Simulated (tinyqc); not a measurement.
Equilibrium crystal shape, supported particles, Gibbs-Thomson effect and coarsening: one step, computed by the program tinyqc. Command: `OMP_NUM_THREADS=1 python tinyqc.py 3017013 3017014 out.jsonl wulff walk`. One thread of a shared host (Intel(R) Xeon(R) Processor @ 2.30GHz), about 0.04 s of CPU time with the checks.

A cubic crystal bounded by {100}, {110} and {111} facets only.

Question. Gibbs-Thomson solubility and coarsening. Spherical precipitates of nearly pure solute with atomic volume Omega: x(r) = x_inf exp(l/r), l = 2 gamma_i Omega/(k_B T). Diffusion-limited coarsening at small volume fraction (Lifshitz-Slyozov-Wagner): r^3 = r0^3 + K t, K = (4/9) D x_inf l; the number density falls as (r0/r)^3. The steady size distribution is assumed from the start, and D and x_inf are inputs that do not follow T.

Inputs (values chosen for the exercise, for a model cubic crystal):

| quantity | value | unit |
|---|---|---|
| temperature T | 825 | K |
| precipitate interface energy gamma_i | 0.18 | J/m^2 |
| solubility x_inf at a flat interface | 0.001 | - |
| diffusivity D | 2e-20 | m^2/s |
| mean radius at the start r0 | 19 | nm |
| time t | 99000 | s |

Omega = 16.61 angstrom^3

Constants: k_B = 1.380649e-23 J/K.

Give: capillary length l; x(r0)/x_inf; rate constant K; mean radius at t; number density over its start.

Answer.

capillary length l = 0.5250 nm

x(r0)/x_inf = 1.028

rate constant K = 4.666e-06 nm^3/s

mean radius at t = 19.00 nm

number density over its start = 0.9999

The time to double the radius is 7 r0^3/K = 1.0e10 s; t is 9.6e-6 times that.
